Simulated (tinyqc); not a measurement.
Worked calculation: Landau levels with Rashba coupling. Values are carried at full precision from step to step, so a last printed digit may differ when a step is redone from the rounded ones.

In a field B along z: l = 1/sqrt((e/hbar) B) is the magnetic length, n_B = B/(h/e) the number of states per area in one level, hbar wc = 2 muB B/m for mass m in m0; 1/angstrom^2 = 1e16/cm^2.

Constants: e/hbar = 1.519267448e-05 1/(T angstrom^2); h/e = 413566.7697 T angstrom^2; muB = 5.788381798e-05 eV/T; e^2/h = 3.874045865e-05 S.

Values chosen for the exercise (near those of an asymmetric GaAs well; the results hold for these values, not for the real material): B = 12.8 T (magnetic field); n = 2.7 x 1e11/cm^2 (electron sheet density); m = 0.0703 m0 (mass); gs = -0.42 (g factor); aR = 0.22 eV angstrom (Rashba constant).

## Scales set by the field

Give l, n_B and the filling factor nu = n/n_B.

l = 71.71 angstrom
n_B = 3.0950 x 1e11/cm^2
nu = 0.872

## The lowest levels

H = (p + eA)^2/2m + aR (sx ky - sy kx) + gs muB B sz/2. With d = 1/2 - gs m/4: E_0 = d hbar wc, and E(N, +/-) = hbar wc [N +/- sqrt(d^2 + 2 N aR^2/(l hbar wc)^2)] for N >= 1.

List the eight lowest, in meV, with the gap to the next.

Levels:
```
label  E (meV)  gap above (meV)
1-       9.537            1.158
0       10.695           19.132
2-      29.827            2.793
1+      32.620           17.545
3-      50.165            4.323
2+      54.487           16.055
4-      70.542            5.765
3+      76.307           14.646
```

The largest of these gaps, 19.13 meV, first occurs above level 0 and is kB T at 222 K.

## Where EF lies

Each listed level takes n_B electrons. At zero temperature and without broadening EF sits in the partly filled level.

Fill the listed levels in order up to nu; give the partly filled level, its energy and its filled share.

level: 1-

EF = 9.537 meV
filled share = 0.872

## Fields of the Hall plateaus

A plateau is centred where nu = n/n_B equals 1, 2, 3, 4, 5, 6; there rho_xy = h/(nu e^2).

Plateaus:
```
nu   B (T)  1/B (1/T)  rho_xy (kohm)
1   11.166     0.0896        25.8128
2    5.583     0.1791        12.9064
3    3.722     0.2687         8.6043
4    2.792     0.3582         6.4532
5    2.233     0.4478         5.1626
6    1.861     0.5373         4.3021
```

The order of the levels can change with B, but these counts hold wherever the levels are resolved.

## Checks

- Eight lowest levels from the matrix in 40 oscillator states against the formula, meV: they agree to 1e-10 or better.

Computed by tinyqc, a small Python program: `OMP_NUM_THREADS=1 python tinyqc.py 1281124 1281125 out.jsonl` (the numbers bound the seed that draws the inputs); one thread of a shared host (Intel(R) Xeon(R) Processor @ 2.30GHz), about 0.02 s for the whole set of steps.
